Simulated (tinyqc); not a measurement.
# Charge control and current of a heterostructure field-effect transistor, step by step

A worked calculation. Computed by tinyqc, a small Python program that keeps every step. Command: `OMP_NUM_THREADS=1 python tinyqc.py 3010755 3010756 out.jsonl hemt walk`. One thread of a shared host (Intel(R) Xeon(R) Processor @ 2.30GHz), about 0.01 s of CPU time with the checks. Intermediate numbers are printed to about 6 digits and carried at full precision; extremes and crossings named in words are read from the listed rows.

Two subbands in a triangular well; E_F is counted from the conduction band edge of the channel at the interface.

Inputs (values chosen for the exercise, modelled on AlGaN/GaN):
```
quantity                                  value        unit
channel mass m                              0.2         m_0
permittivity eps (barrier and channel)     9.36           -
barrier thickness d                          25          nm
Schottky barrier phi_B                      1.1          eV
conduction band offset dE_c                0.38          eV
polarisation charge sigma/e             1.5e+13      1/cm^2
gate voltage V_G                          -0.14           V
mobility mu                                1300  cm^2/(V s)
saturation velocity v_s                     1.5    1e7 cm/s
gate length L                                65          nm
source resistance R_S                         0      ohm mm
temperature T                               400           K
mixing                                      0.3           -
iteration cap                               200           -
```

Charge source: polarisation. Velocity law: two-piece.

Constants: e = 1.602176634e-19 C; eps_0 = 8.8541878128e-12 F/m; k_B = 8.617333262e-05 eV/K; hbar = 1.054571817e-34 J s; m_0 = 9.1093837015e-31 kg; k_B = 1.380649e-23 J/K.

## Threshold and barrier capacitance

Threshold V_T = phi_B - dE_c - sigma d/(eps eps_0) (in volts); C_b = eps eps_0/d.

threshold voltage V_T = -6.52965 V

barrier capacitance C_b = 0.331501 microfarad/cm^2

The device is normally on.

## First iteration

Charge control: n_s = C_b (V_G - V_T - E_F/e)/e. Well: mean field F = e n_s/(2 eps eps_0), E_i = (hbar^2/2m)^(1/3) [(3 pi e F/2)(i + 3/4)]^(2/3), i = 0, 1; n_s = D k_B T sum_i ln(1 + exp((E_F - E_i)/k_B T)), D = m/(pi hbar^2), which is solved in closed form for E_F. Iteration from n_s = C_b (V_G - V_T)/(2e): E_F from n_s, n_out from the charge control, n_new = n_s + mixing (n_out - n_s), kept above n_s/10; stop when |n_out/n_s - 1| < 1e-9.

starting n_s = 6.61030e+12 1/cm^2

E_0 = 213.378 meV

E_1 = 375.378 meV

E_F = 286.060 meV

n_out = 1.26287e+13 1/cm^2

Caution: a density of n_out would put E_F above the conduction band minimum of the barrier, where parallel conduction sets in.

## Sheet density

The formulas are those given above.

Course of the iteration:
```
iteration  n_s (1/cm^2)  E_F (meV)  |n_out/n_s - 1|
1           6.61030e+12    286.060      9.10462e-01
2           8.41583e+12    347.150      4.85573e-01
3           9.64178e+12    386.485      2.88242e-01
4           1.04755e+13    412.484      1.80575e-01
5           1.10430e+13    429.884      1.16647e-01
6           1.14295e+13    441.608      7.67697e-02
7           1.16927e+13    449.540      5.11254e-02
...                 ...        ...              ...
48          1.22557e+13    466.366      7.26521e-09
49          1.22557e+13    466.366      4.95160e-09
50          1.22557e+13    466.366      3.37475e-09
51          1.22557e+13    466.366      2.30006e-09
52          1.22557e+13    466.366      1.56760e-09
53          1.22557e+13    466.366      1.06840e-09
54          1.22557e+13    466.366      7.28164e-10
```

sheet density n_s = 1.22557e+13 1/cm^2

Converged in 54 iterations.

## Levels and gate capacitance

C_g = e dn_s/dV_G = 1/(1/C_b + 1/C_q), 1/C_q = d(E_F/e)/d(e n_s) by a central difference of +/- 0.1 % in n_s; added distance dd = eps eps_0/C_q.

E_0 = 322.029 meV

E_1 = 566.516 meV

E_F = 466.366 meV

share in the second subband = 1.25188 %

gate capacitance C_g = 0.312293 microfarad/cm^2

added distance dd = 1.53762 nm

C_g is 94 % of C_b: the finite density of states and the rise of E_0 act as 1.5 nm of extra barrier. Caution: E_F lies above the conduction band minimum of the barrier, so electrons would spill into the barrier.

## Saturation current

With V = e n_s/C_g and V_c = v_s L/mu: for v = mu F up to v_s, I/W = C_g v_s V_c (sqrt(1 + (V/V_c)^2) - 1) and V_Dsat = V + V_c - sqrt(V^2 + V_c^2); g_m = dI/dV; extrinsic g_m/(1 + g_m R_S); f_T = g_m/(2 pi C_g L).

V = 6.28760 V

V_c = 0.075 V

V_Dsat = 0.0745527 V

saturation current I/W = 2910.44 mA/mm

intrinsic g_m = 468.407 mS/mm

extrinsic g_m = 468.407 mS/mm

intrinsic f_T = 367.255 GHz

V/V_c = 83.83: velocity saturation rules; I is 99 % of e n_s v_s = 2950 mA/mm.

## Gate length

The formulas are those given above.

Scaling; the last columns are v_s/(2 pi L) and mu V/(2 pi L^2):
```
L (nm)  I/W (mA/mm)  g_m (mS/mm)  extrinsic g_m (mS/mm)  f_T (GHz)  velocity limit (GHz)  mobility limit (GHz)
30          2929.19      468.433                468.433    795.763               795.775           1.44546e+05
60          2913.11      468.411                468.411    397.863               397.887           3.61365e+04
120         2881.21      468.326                468.326    198.895               198.944           9.03411e+03
250         2813.33      467.948                467.948     95.393                95.493           2.08146e+03
500         2687.48      466.480                466.480     47.547                47.746           5.20365e+02
1000        2454.04      460.746                460.746     23.481                23.873           1.30091e+02
2000        2056.46      439.756                439.756     11.206                11.937           3.25228e+01
5000        1294.82      345.159                345.159      3.518                 4.775           5.20365e+00
```

f_T scales as L^-1.00 at the short end and L^-1.26 at the long end; the two limits cross at L = mu V/v_s = 5450 nm. g_m tends to C_g v_s = 468 mS/mm. Fringe capacitances and short-channel effects, left out, lower f_T once L is below about ten barrier thicknesses.

Checks made by the program: iterated density against a bracketing root search (relative difference 7e-10).
